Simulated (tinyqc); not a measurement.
Undoped symmetric double-gate MOSFET, analytic potential model: one step of the calculation.

An undoped body of thickness ts between two equal insulators and tied gates; long channel, electrons only, n = ni exp((psi - V)/Vt) with V the quasi-Fermi potential (0 at the source, Vd at the drain), constant mobility, no quantisation. Across the body psi(x) = V - 2 Vt ln[(ts/(2 beta)) sqrt(q ni/(2 eps0 eps_r Vt)) cos(2 beta x/ts)], x from the centre. Q is the electron charge per area of the whole body.

Task. Constants of the body. ni = sqrt(Nc Nv) exp(-Eg/(2 Vt)), Eg in volts; r = eps_r tox/(eox ts); V0 = dphi + 2 Vt ln[(2/ts) sqrt(2 eps0 eps_r Vt/(q ni))].

Inputs (values chosen for the exercise); material values those of a made-up semiconductor:
- T = 300 K (temperature)
- Eg = 1.21 eV (band gap)
- eps_r = 13.3 (relative permittivity of the semiconductor)
- Nc = 2.75e19 cm^-3 (conduction-band density of states at T)
- Nv = 2.39e19 cm^-3 (valence-band density of states at T)
- eox = 24.2 (relative permittivity of the gate insulator)
- tox = 8.6 nm (insulator thickness)
- ts = 12 nm (body thickness)
- dphi = 0.13 V (gate work function less that of the intrinsic body)

Constants: q = 1.602176634e-19 C, kB = 1.380649e-23 J/K, Vt = kB T/q, eps0 = 8.8541878128e-14 F/cm where lengths are in cm. Results are converted to the units shown.

Give: ni; r; V0.

Result.

ni = 1.759e9 cm^-3
r = 0.3939
V0 = 0.6525 V

Computed by the program tinyqc: `OMP_NUM_THREADS=1 python tinyqc.py 2440114 2440115 out.jsonl`, one thread of a shared Intel Xeon 2.30GHz, about 0.02 s for the whole run.
